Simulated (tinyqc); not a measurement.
Worked calculation: coupled-perturbed Hartree-Fock on RHF in the sto-6g basis, for H6, spin multiplicity 1. One step of it, computed by the program tinyqc.

Question. Iteration 7 (converged): orbitals. Diagonalise F' = X^T F X, C = X C', fill 3 alpha and 3 beta electrons from the bottom; D = 2 C_occ C_occ^T. Each column has its largest component positive (the first on a tie).

converged F (hartree):
```
           1H 1s      2H 1s      3H 1s      4H 1s      5H 1s      6H 1s
1H 1s  -0.360841  -0.598585  -0.222691  -0.051886  -0.007889  -0.008087
2H 1s  -0.598585  -0.461611  -0.442063  -0.224203  -0.047167  -0.007889
3H 1s  -0.222691  -0.442063  -0.474748  -0.619653  -0.224203  -0.051886
4H 1s  -0.051886  -0.224203  -0.619653  -0.474748  -0.442063  -0.222691
5H 1s  -0.007889  -0.047167  -0.224203  -0.442063  -0.461611  -0.598585
6H 1s  -0.008087  -0.007889  -0.051886  -0.222691  -0.598585  -0.360841
```

X:
```
           1H 1s      2H 1s      3H 1s      4H 1s      5H 1s      6H 1s
1H 1s   1.246839  -0.504016   0.095772  -0.027614   0.005799  -0.001552
2H 1s  -0.504016   1.429600  -0.438526   0.106700  -0.020194   0.005799
3H 1s   0.095772  -0.438526   1.451937  -0.566691   0.106700  -0.027614
4H 1s  -0.027614   0.106700  -0.566691   1.451937  -0.438526   0.095772
5H 1s   0.005799  -0.020194   0.106700  -0.438526   1.429600  -0.504016
6H 1s  -0.001552   0.005799  -0.027614   0.095772  -0.504016   1.246839
```

Give: F' = X^T F X; orbital energies; coefficients C; D after iteration 7.

Answer.

F' = X^T F X (hartree):
```
        1       2       3       4       5       6
1   0.060  -0.665   0.103  -0.008   0.009  -0.012
2  -0.665   0.182  -0.479   0.115  -0.021   0.009
3   0.103  -0.479   0.203  -0.733   0.115  -0.008
4  -0.008   0.115  -0.733   0.203  -0.479   0.103
5   0.009  -0.021   0.115  -0.479   0.182  -0.665
6  -0.012   0.009  -0.008   0.103  -0.665   0.060
```

orbital energies (hartree): MO1 -0.756, MO2 -0.614, MO3 -0.409, MO4 0.401, MO5 0.844, MO6 1.423

coefficients C:
```
         MO1     MO2     MO3     MO4     MO5     MO6
1H 1s  0.163   0.349  -0.434   0.688  -0.829   0.567
2H 1s  0.252   0.404  -0.289  -0.441   1.013  -0.986
3H 1s  0.353   0.105   0.448  -0.652  -0.353   1.326
4H 1s  0.353  -0.105   0.448   0.652  -0.353  -1.326
5H 1s  0.252  -0.404  -0.289   0.441   1.013   0.986
6H 1s  0.163  -0.349  -0.434  -0.688  -0.829  -0.567
```

D after iteration 7:
```
        1H 1s   2H 1s   3H 1s   4H 1s   5H 1s   6H 1s
1H 1s   0.674   0.615  -0.200  -0.347   0.051   0.186
2H 1s   0.615   0.621   0.004  -0.167  -0.032   0.051
3H 1s  -0.200   0.004   0.672   0.628  -0.167  -0.347
4H 1s  -0.347  -0.167   0.628   0.672   0.004  -0.200
5H 1s   0.051  -0.032  -0.167   0.004   0.621   0.615
6H 1s   0.186   0.051  -0.347  -0.200   0.615   0.674
```
